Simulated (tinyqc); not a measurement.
Solid solubility of a dopant against its melt (retrograde solidus), clustering and the electrically active fraction: one step, computed by the program tinyqc.

Problem. Active fraction after the anneal. A highly soluble donor (another dopant than that of the solidus) is limited by clustering. Donors N_a are active, and clusters hold m atoms each: N_t = N_a + m C, m C = N* (N_a/N*)^m, with N*(T) = N*(1273 K) exp[-(E_b/k_B)(1/T - 1/1273)]. Resistivity = 1/(e mu N_a).

Inputs (values chosen for the exercise, for a model dopant):
```
quantity                                      value        unit
total dopant density N_t                    1.5e+21      1/cm^3
atoms per cluster m                               3           -
cluster scale N* at 1273 K                  5.8e+20      1/cm^3
activation energy E_b of the cluster scale     0.42          eV
anneal temperature T_a                         1250           K
mobility mu                                      40  cm^2/(V s)
```

Clustering: clusters of m atoms, electrons left out.

Constants: k_B = 8.617333262e-05 eV/K; e = 1.602176634e-19 C.

Give: N*(T_a); active density N_a; active fraction; resistivity.

Solution.

N*(T_a) = 5.405e+20 1/cm^3

active density N_a = 6.328e+20 1/cm^3

active fraction = 0.4219

resistivity = 0.2466 milliohm cm

Doubling the dose would raise N_a by only 35 %. Caution: this clustering law is a generic form; degeneracy and a doping-dependent mobility are left out.
